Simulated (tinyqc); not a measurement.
# MOSFET in saturation, small-signal circuit and noise: effects of single changes

Bias by the inversion coefficient IC = I/Ispec (charge-based model with velocity saturation; weak inversion below 0.1, strong above 10). Common-source circuit: gm, gds, Cgs, Cgd and Cj at the inner nodes, Rg in series with the gate; quasi-static, no source or drain resistance, no gate-body capacitance, no substrate network, no induced gate noise, so fmax is an upper estimate.

Inputs (values chosen for the exercise): temperature T = 350 K; gate length L = 350 nm; total gate width W = 40 um; gate capacitance Cox = 1.62 uF/cm^2; mobility mu = 440 cm^2/(V s); slope factor n = 1.16; velocity-saturation length Ls = 25 nm; ratio gds/gm sg = 0.006; overlap and fringe capacitance per side Cov = 0.41 fF/um; drain junction capacitance Cj = 0.44 fF/um; sheet resistance of the gate Rsh = 5 ohm; finger width Wf = 0.5 um; gate contact and vertical resistance Rc = 300 ohm um; inversion coefficient IC = 6.1; short-channel excess of the noise factor gw = 0.08; oxide trap density Nt = 1.1e17 cm^-3 eV^-1; tunnelling length into the oxide lt = 0.1 nm; Coulomb scattering coefficient ac = 3000 V s/C.

Constants: q = 1.602176634e-19 C, kB = 1.380649e-23 J/K, Vt = kB T/q. Results are converted to the units shown.

Each table varies one quantity; the others keep the values above.

## Effect of the inversion coefficient on speed and noise

Ispec = 2 n mu Cox (W/L) Vt^2, lc = Ls/L, gms = [sqrt((lc IC + 1)^2 + 4 IC) - 1]/[2 + lc (lc IC + 1)], gm = gms Ispec/(n Vt), gds = sg gm. qs = [sqrt(1 + 4 IC) - 1]/2, Cgs = Cox W L qs (2 qs + 3)/(3 (qs + 1)^2) + Cov W, Cgd = Cov W, Cd = Cj W, Rg = Rsh (Wf/L)/(12 Nf) + Rc/W with Nf = W/Wf fingers (not rounded) contacted at both ends. fT = gm/(2 pi (Cgs + Cgd)), fmax = fT/(2 sqrt(Rg (gds + 2 pi fT Cgd))). Channel noise Sid = 4 kB T gam n gm with gam = (1/2 + (2/3) qs)/(1 + qs) + gw lc IC, qs = [sqrt(1 + 4 IC) - 1]/2, lc = Ls/L (the last term an empirical rise with velocity saturation); at the gate, white noise Sw = Sid/gm^2 + 4 kB T Rg. Number fluctuation with correlated mobility: S(f) = K/f, K = q^2 Vt lt Nt/(W L Cox^2) (1 + ac mu Cox I/gm)^2, Vt in eV with Nt per eV. Corner fc = K/Sw. IC is held fixed.

The same in every row: Rg (ohm) = 7.507.

Effect of the inversion coefficient on speed and noise:
```
IC    I (uA)  fT (GHz)  fmax (GHz)  sqrt(Sw) (nV/Hz^0.5)  fc (MHz)
0.03   5.158    0.5815       13.61                 8.903   0.03393
0.1    17.19     1.393       21.02                 5.084    0.1050
0.3    51.58     2.535       28.24                 3.209    0.2692
1      171.9     4.409       37.02                 2.097    0.6642
3      515.8     7.311       47.43                 1.525     1.377
10      1719     12.95       62.89                 1.153     2.884
30      5158     21.59       81.06                0.9676     5.425
```

Read the table: what changes, and by how much?

As IC goes from 0.03 to 30, fT rises from 0.582 to 21.6 GHz, fmax rises from 13.6 to 81.1 GHz, the white noise falls from 8.90 to 0.968 nV/Hz^0.5 and the corner rises from 0.0339 to 5.42 MHz. For IC = 0.03 to 10 fmax exceeds 4 fT, where channel resistance and substrate losses, left out here, would cap it.

## Integrated noise against bandwidth

Same model as above.

Corner fc = K/Sw. Mean square from f1 = 100 Hz to B: Sw (B - f1) + K ln(B/f1).

Result of one run:
```
B (Hz)  spot noise at B (nV/Hz^0.5)  white part (uV rms)  1/f part (uV rms)  total (uV rms)
1e7                           1.412                4.051              6.362           7.542
```

What becomes of these results when the upper band edge B is changed from 1e7 to 1e5 Hz, all else the same?

Result of the changed run:
```
B (Hz)  spot noise at B (nV/Hz^0.5)  white part (uV rms)  1/f part (uV rms)  total (uV rms)
1e5                           6.066               0.4049              4.928           4.945
```

The whole series:
```
B (Hz)  spot noise at B (nV/Hz^0.5)  white part (uV rms)  1/f part (uV rms)  total (uV rms)
1000                          59.31              0.03844              2.845           2.845
10000                         18.79               0.1275              4.024           4.026
1e5                           6.066               0.4049              4.928           4.945
1e6                           2.271                1.281              5.690           5.833
1e7                           1.412                4.051              6.362           7.542
1e8                           1.295                12.81              6.969           14.58
1e9                           1.283                40.51              7.528           41.21
```

The 1/f part adds the same power, K ln 10, in each decade and grows only from 2.85 to 7.53 uV; the white part grows as sqrt(B). It overtakes the 1/f part by B = 1e8 Hz among the rows, above the corner fc = 2.14e6 Hz of the spot noise.

## Effect of the finger width on speed and noise

Same model as above.

Corner fc = K/Sw. IC is held fixed.

The same in every row: I (uA) = 1049; fT (GHz) = 10.23.

Effect of the finger width on speed and noise:
```
Wf (um)  Rg (ohm)  fmax (GHz)  sqrt(Sw) (nV/Hz^0.5)  fc (MHz)
0.25        7.502       56.00                 1.281     2.142
0.5         7.507       55.98                 1.281     2.142
1           7.530       55.89                 1.281     2.141
2           7.619       55.56                 1.282     2.139
4           7.976       54.31                 1.285     2.130
8           9.405       50.01                 1.295     2.095
```

Read the table: what changes, and by how much?

As Wf goes from 0.25 to 8 um, fT stays at 10.2 GHz, fmax falls from 56.0 to 50.0 GHz, the white noise rises from 1.28 to 1.30 nV/Hz^0.5 and the corner falls from 2.14 to 2.10 MHz. The finger width leaves fT alone and acts through Rg, whose sheet part goes as Wf^2. In every row fmax exceeds 4 fT, where channel resistance and substrate losses, left out here, would cap it.

## Gains against frequency

Inner admittances at w = 2 pi f: y11 = i w (Cgs + Cgd), y12 = -i w Cgd, y21 = gm - i w Cgd, y22 = gds + i w (Cgd + Cd). Invert to Z, add Rg to Z11 and invert back to Y. |h21| = |Y21/Y11|; U = |Y21 - Y12|^2/(4 [Re Y11 Re Y22 - Re Y12 Re Y21]). MSG = |Y21/Y12|; stability factor k = [2 Re Y11 Re Y22 - Re(Y12 Y21)]/|Y12 Y21|.

The same in every row: f sqrt(U) (GHz) = 55.98.

Gains against frequency:
```
f (GHz)  |h21| (dB)  U (dB)  MSG (dB)         k
0.1           40.20   54.96     29.73  0.002564
0.19          34.62   49.38     26.94  0.004871
0.36          29.07   43.83     24.17  0.009230
0.67          23.68   38.44     21.47   0.01718
1.3           17.92   32.68     18.59   0.03333
2.3           12.97   27.73     16.11   0.05895
4.4           7.338   22.09     13.30    0.1127
8.2           1.954   16.68     10.61    0.2094
```

Over the table |h21| falls by 20.0 dB a decade, U by 20.0 and MSG by 9.99. The product f sqrt(U) stays at 56.0 GHz, against fmax = 56.0 GHz from the formula. k stays below one in all rows, so the device is only conditionally stable. In every row fmax exceeds 4 fT, where channel resistance and substrate losses, left out here, would cap it.

tinyqc, about 0.01 s, one thread, Intel Xeon 2.30GHz (shared host): `OMP_NUM_THREADS=1 python tinyqc.py 2150108 2150109 out.jsonl`
